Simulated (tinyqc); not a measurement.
Joule-heated wire on a substrate, fin equation: two steps of the calculation.

A wire of length L loses heat along itself to two contacts and sideways to the substrate: kap A theta'' - g theta + p = 0 with theta = T - T0 and p = p0. The ends are held at T0. Constant conductivity, diffusive heat flow.

Inputs (values chosen for the exercise): conductivity along the wire kap = 160 W/(m K); cross-section A = 3600 nm^2; conductance per length to the substrate g = 0.31 W/(m K); length between the contacts L = 7000 nm; thermal resistance of each contact Rc = 0 K/uW; heating per length p0 = 0.057 uW/nm.

Question 1. Healing length. LH = sqrt(kap A/g); far from the contacts uniform heating p0 would give theta = p0/g.

Give: LH; L/LH; p0/g.

Answer 1.

LH = 1363.1 nm
L/LH = 5.1353
p0/g = 183.87 K

Question 2. The tridiagonal system. Nodes x_i = i h, h = L/12; box widths w_i = h (h/2 at the ends); c = kap A/h; equation of node i: -c theta_(i-1) + d_i theta_i - c theta_(i+1) = b_i with d_i = 2 c + g w_i, b_i = p(x_i) w_i; theta = 0 at the end nodes.

Give: c; d; b.

Answer 2.

c = 0.9874 uW/K

```
node  d (uW/K)  b (uW)
1        2.156   33.25
2        2.156   33.25
3        2.156   33.25
4        2.156   33.25
5        2.156   33.25
6        2.156   33.25
7        2.156   33.25
8        2.156   33.25
9        2.156   33.25
10       2.156   33.25
11       2.156   33.25
```

tinyqc, about 0.01 s, one thread, Intel Xeon 2.30GHz (shared host): `OMP_NUM_THREADS=1 python tinyqc.py 2520128 2520129 out.jsonl`
